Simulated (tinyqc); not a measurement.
Six-transistor SRAM cell, nodal equations and margins: course of the iteration: node voltages in a read by Newton steps.

Two cross-coupled inverters (pull-down bn, pull-up bp) hold the nodes Q and QB; access transistors (ba, threshold VTn, gate on the word line at Vdd when selected) join them to the bit lines. Transistor (EKV form, voltages against the body): I = 2 n b Vt^2 [F(vp - Vs) - F(vp - Vd)] from drain to source, F(v) = ln^2(1 + exp(v/(2 Vt))), vp = (Vg - VT + sg |Vd - Vs|)/n. n-channel bodies are at 0; for the p-channel device all voltages are counted down from Vdd. b in uA/V^2 gives I in uA. For an access transistor the bit line is the drain and the node the source. In a read both bit lines are at Vdd. The cell is symmetric (no mismatch).

F1 = In(gate QB, drain Q) - Ip(gate QB, drain Q) - Ia(bit line, Q), F2 the same with Q and QB exchanged; J by central differences with +/- 1e-6 V; solve J d = -F, limit each component to +/- 0.15 V and add.

Stop when the largest change of (Q, QB) is below 1e-9 V, or after 30 iterations. The rule counts as met only at the stable state with Q low.

Values chosen for this exercise: temperature T = 293 K; supply voltage Vdd = 0.5 V; slope factor n = 1.17; drain-induced barrier lowering sg = 0.031; n-channel threshold VTn = 0.38 V; p-channel threshold (magnitude) VTp = 0.37 V; gain factor of the pull-down transistor bn = 250 uA/V^2; gain factor of the access transistor ba = 250 uA/V^2; gain factor of the pull-up transistor bp = 70 uA/V^2.

Constants: q = 1.602176634e-19 C, kB = 1.380649e-23 J/K, Vt = kB T/q. Results are converted to the units shown.

(Q, QB) at the start (V): Q 0.000000, QB 0.500000

Course of the iteration:
```
iteration,Q (V),largest |change| of one entry (V)
1,0.0348870,0.0349
2,0.0434342,8.55e-3
3,0.0439606,5.26e-4
4,0.0439626,1.95e-6
5,0.0439626,2.68e-11
```

Did this iteration meet its convergence test, and what does its course show?

Yes. Converged in 5 iterations. At the end the number of correct digits about doubles with each step.

Program tinyqc, `OMP_NUM_THREADS=1 python tinyqc.py 2340160 2340161 out.jsonl`; Intel Xeon 2.30GHz, shared host, one thread, about 0.2 s.
